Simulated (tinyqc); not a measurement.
A particle near a wafer in liquid: double-layer and van der Waals forces (DLVO), deposition barrier and removal: one step, computed by the program tinyqc. Command: `OMP_NUM_THREADS=1 python tinyqc.py 3113107 3113108 out.jsonl dlvo walk`. One thread of a shared host (Intel(R) Xeon(R) Processor @ 2.30GHz), about 0.01 s of CPU time with the checks.

Sphere and flat wall, Derjaguin approximation, constant potentials in the linear-superposition form, no retardation and no hydration force.

Problem. Barrier and secondary minimum. U(h) = Z R exp(-kappa h) - A R/(6 h); F(h) = -dU/dh = kappa Z R exp(-kappa h) - A R/(6 h^2), positive for repulsion. F = 0 reads x^2 exp(-x) = y with x = kappa h and y = A kappa/(6 Z); the left side peaks at x = 2 with 4/e^2 = 0.5413, so roots exist for smaller y: x < 2 is the barrier, x > 2 the secondary minimum.

Inputs (values chosen for the exercise, of the order of those for silica on silica in water): particle radius R = 41 nm; Hamaker constant A = 4.6e-21 J; temperature T = 298 K.

kappa = 0.1139749 1/nm

Z = 8.240314 pN

Constants: k_B = 1.380649e-23 J/K.

Give: y; position of the barrier; barrier height; position of the secondary minimum; energy at the secondary minimum.

Solution.

y = 0.010604

position of the barrier = 0.95398 nm

barrier height = 65.647 k_B T

position of the secondary minimum = 78.298 nm

energy at the secondary minimum = -0.086641 k_B T

A barrier above 15 k_B T practically stops deposition.
